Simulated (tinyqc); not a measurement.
# AlGaN/GaN HEMT with access regions, lumped model: effects of single changes

A polarisation-induced electron sheet under a Schottky gate, in series with two ungated access regions and contacts. Drift law v = mu E/(1 + mu E/vs) under the gate. Currents in mA/mm, resistances in ohm mm. No self-heating, no channel-length modulation; fits for polarisation, barrier and offset are chosen for the exercise.

Parameters, values chosen for the exercise; values close to those of AlGaN/GaN structures:
```
symbol,value,unit,meaning
x,0.31,,aluminium share of the barrier
d,30,nm,barrier thickness
eps_r,9.6,,relative permittivity of barrier and channel
mu,1600,cm^2/(V s),channel mobility
vs,1.5e7,cm/s,saturation velocity
Lg,0.5,um,gate length
Ls,1.5,um,source access length
Ld,8,um,drain access length
Rc,0.29,ohm mm,resistance of each contact
ft,0.32,,share of the drain-access electrons removed by traps
Vg,1,V,gate voltage
```

Constants: q = 1.602176634e-19 C, eps0 = 8.8541878128e-14 F/cm where lengths are in cm. Results are converted to the units shown.

Each table varies one quantity; the others keep the values above.

## Effect of the gate voltage

sigma = (5e13 x + 1.6e13 x^2) cm^-2, phiB = 0.84 + 1.3 x, dEc = 0.7 (1.71 x + x^2) in volts, Cb = eps0 eps_r/d, VT = phiB - dEc - q sigma/Cb, access density n0 = -Cb VT/q. Access resistance R(L, n) = L/(q mu n sqrt(1 - (I/(q n vs))^2)); Rs = Rc + R(Ls, n0), Rd = Rc + R(Ld, (1 - ft) n0). Vg' = Vg - I Rs, Vd' = Vd - I (Rs + Rd); with u = Vg' - VT, Vc = vs Lg/mu and w the smaller of Vd' and Vc [sqrt(1 + 2 u/Vc) - 1] (0 if negative), the channel gives (mu Cb/Lg)(u w - w^2/2)/(1 + w/Vc). I equals that channel current. Isat is I at Vd = 10 V, gm = dIsat/dVg, Ron the limit of Vd/I at small Vd.

The same in every row: VT (V) = -8.830; n0 (cm^-2) = 1.561e13.

Effect of the gate voltage:
```
Vg (V)  Ron (ohm mm)  Isat (mA/mm)  gm (mS/mm)
-8.4           6.461         41.78       150.4
-7             4.497         325.4       231.3
-5.6           4.235         667.0       253.5
-4.2           4.132          1030       263.4
-2.7           4.074          1429       267.5
-1.3           4.040          1744       92.29
0.1            4.017          1807       22.45
1.5            4.001          1829       10.14
```

As Vg goes from -8.4 to 1.5 V, Ron falls from 6.46 to 4.00 ohm mm, Isat rises from 41.8 to 1830 mA/mm and gm goes from 150 through a maximum of 268 (at Vg = -2.7 V among the rows listed) to 10.1 mS/mm. The ceiling Cb vs is 425 mS/mm. For Vg = -5.6 to 1.5 V the power passes 5 W/mm, where self-heating, left out here, lowers the current. For Vg = -1.3 to 1.5 V the gated channel is not yet saturated at 10 V, because the access regions take the voltage, and gm drops. At Vg = 1.5 V Vg comes within 0.2 V of phiB or passes it, so at low drain current, as for Ron, the Schottky gate would conduct.

## Effect of the share of the drain-access electrons removed by traps

Same model as above.

The same in every row: VT (V) = -8.830; n0 (cm^-2) = 1.561e13.

Results:
```
ft   Ron (ohm mm)  Isat (mA/mm)  gm (mS/mm)
0           3.066          2350       125.5
0.1         3.288          2234       62.58
0.2         3.565          2068       30.40
0.3         3.922          1866       14.95
0.5         5.064          1395       3.611
0.6         6.063          1137       1.681
0.7         7.729         866.0      0.7072
```

Estimate the missing row, ft = 0.4.

Computed row:
```
ft   Ron (ohm mm)  Isat (mA/mm)  gm (mS/mm)
0.4         4.398          1640       7.400
```

With this row back in the table: As ft goes from 0 to 0.7, Ron rises from 3.07 to 7.73 ohm mm, Isat falls from 2350 to 866 mA/mm and gm falls from 126 to 0.707 mS/mm. The ceiling Cb vs is 425 mS/mm. In every row the power passes 5 W/mm, where self-heating, left out here, lowers the current. In every row the gated channel is not yet saturated at 10 V, because the access regions take the voltage, and gm drops.

## Output curve without and with trapping

Same model as above.

The two columns take ft = 0 and ft = 0.32; collapse = 1 - (second)/(first).

Output curve without and with trapping:
```
Vd (V)  I, ft = 0 (mA/mm)  I, ft = 0.32 (mA/mm)  collapse (%)
0.25                81.46                 62.36         23.45
0.5                 162.7                 124.6         23.43
1                   323.9                 248.1         23.40
2                   639.2                 489.6         23.41
3                   940.1                 719.4         23.48
4                    1222                 933.7         23.58
6                    1714                  1306         23.79
8                    2097                  1600         23.68
12                   2404                  1988         17.31
```

Without trapping the current rises from 81.5 to 2400 mA/mm and first comes within 2 % of its last value at Vd = 12 V among the rows; with trapping that knee lies at 12 V. The collapse is 23 % in the first row, at most 24 % and 17 % in the last. For Vd = 6 to 12 V the power passes 5 W/mm, where self-heating, left out here, lowers the current.

tinyqc, about 0.02 s, one thread, Intel Xeon 2.30GHz (shared host): `OMP_NUM_THREADS=1 python tinyqc.py 2570007 2570008 out.jsonl`
